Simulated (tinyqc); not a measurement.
# Deep-level transient spectroscopy, step by step

Program tinyqc, `OMP_NUM_THREADS=1 python tinyqc.py 2050045 2050046 out.jsonl`; Intel Xeon 2.30GHz, shared host, one thread, about 0.01 s. Printed values are rounded.

Schottky contact on an n-type layer with shallow donors Nd (all ionised) and a donor-like deep trap, neutral when filled and positive when empty; depletion approximation. Traps within lam of the depletion edge stay filled. A long pulse to Vp fills the traps beyond x1 = Wp - lam; back at Vr those between x1 and x2 = Wr - lam emit. A rate window reads S = C(t2) - C(t1).

Values chosen for this exercise; material values those of a made-up semiconductor: relative permittivity eps_r = 10.3; conduction-band density of states at 300 K Nc = 1.69e19 cm^-3; thermal velocity at 300 K vth = 1.9e7 cm/s; shallow donor density Nd = 2.5e16 cm^-3; built-in voltage Vbi = 0.98 V; depth of the trap below the conduction edge Et = 0.23 eV; capture cross-section sn = 3.7e-15 cm^2; trap density Nt = 2e15 cm^-3; reverse bias Vr = 7.3 V; reverse bias during the filling pulse Vp = 0.7 V; first sampling time t1 = 0.1 ms; second sampling time t2 = 0.2 ms; temperature of the transient T = 158 K; field at the trap F = 8.8 kV/cm.

Constants: q = 1.602176634e-19 C, kB = 1.380649e-23 J/K, eps0 = 8.8541878128e-14 F/cm where lengths are in cm. Results are converted to the units shown.

## Emission rate and rate window

Emission rate en = sn vth(T) Nc(T) exp(-Et/kB T) = sn g T^2 exp(-Et/kB T), g = vth Nc/(300 K)^2, as vth goes as T^0.5 and Nc as T^1.5 (degeneracy factor 1). For an exponential transient S peaks where en = ew = ln(t2/t1)/(t2 - t1).

g = 3.56778e21 cm^-2 s^-1 K^-2
en = 15188.9 1/s
1/en = 0.0658373 ms
ew = 6931.47 1/s

## Widths

lam = sqrt(2 eps0 eps_r (EF - ET)/(q Nd)), EF - ET = Et - (kB T/q) ln(Nc(T)/Nd), Nc(T) = Nc (T/300 K)^1.5. In the steady state at the band bending V, 2 eps0 eps_r V/q = Nd W^2 + Nt (W - lam)^2 (the second term only if W > lam). V = Vbi + Vr gives Wr and V = Vbi + Vp gives Wp; x1 = max(Wp - lam, 0).

lam = 83.8437 nm
Wr = 596.665 nm
Wp = 271.453 nm
x1 = 187.609 nm
x2 = 512.821 nm
G = (x2^2 - x1^2)/Wr^2 = 0.639839

The rule Nt = 2 Nd |dC|/C assumes G = 1 and would understate Nt by a factor of about 1/G = 1.56 here (the limit of small Nt/Nd).

## The transient

| sample | t (ms) |
|---|---|
| 0 | 0 |
| 1 | 0.05 |
| 2 | 0.1 |
| 3 | 0.15 |
| 4 | 0.2 |
| 5 | 0.4 |
| 6 | 1 |

W(t)^2 = Wr^2 + (Nt/Nd)(x2^2 - x1^2) exp(-en t), C = eps0 eps_r/W; for small Nt, dC/C = -(Nt/2 Nd) G exp(-en t) with G = (x2^2 - x1^2)/Wr^2. S = C(t2) - C(t1).

| sample | C (nF/cm^2) | C - C(final) (pF/cm^2) |
|---|---|---|
| 0 | 14.9079 | -376.784 |
| 1 | 15.1048 | -179.823 |
| 2 | 15.1997 | -84.939 |
| 3 | 15.2447 | -39.922 |
| 4 | 15.2659 | -18.719 |
| 5 | 15.2838 | -0.899 |
| 6 | 15.2847 | 0.000 |

S = 66.2195 pF/cm^2

## Step 1: peak temperature

T at the start = 300 K

Fixed-point step for en(T) = ew: T(new) = (Et q/kB)/ln(sn g T^2/ew), g = vth Nc/(300 K)^2.

T after step 1 = 140.776 K

## Course of the iteration for the peak temperature

Start from 300 K; stop when T changes by less than 1e-8 K.

Course of the iteration:

| step | T (K) | change (K) |
|---|---|---|
| 1 | 140.776 | 159 |
| 2 | 152.986 | 12.2 |
| 3 | 151.541 | 1.45 |
| 4 | 151.705 | 0.163 |
| 5 | 151.686 | 0.0186 |
| 6 | 151.688 | 2.11e-3 |
| 7 | 151.688 | 2.40e-4 |
| 8 | 151.688 | 2.73e-5 |
| 9 | 151.688 | 3.10e-6 |
| 10 | 151.688 | 3.53e-7 |
| 11 | 151.688 | 4.01e-8 |
| 12 | 151.688 | 4.56e-9 |

Converged in 12 steps; each multiplies the error by -2 kB T/Et = -0.11.

## Poole-Frenkel lowering

A Coulomb centre of charge +q (when empty) in the field F lowers its barrier by dE = sqrt(q F/(pi eps0 eps_r)) along the field. One-dimensional rate: en exp(b), b = dE/kB T; three-dimensional (Hartke): en {[1 + (b - 1) exp(b)]/b^2 + 1/2}.

dE = 22.1834 meV
b = 1.62929
rate, one-dimensional = 77467.5 1/s
rate, three-dimensional = 31680.5 1/s

The one-dimensional form is 2.45 times the three-dimensional one, which counts the directions in which the barrier is lowered less or not at all.
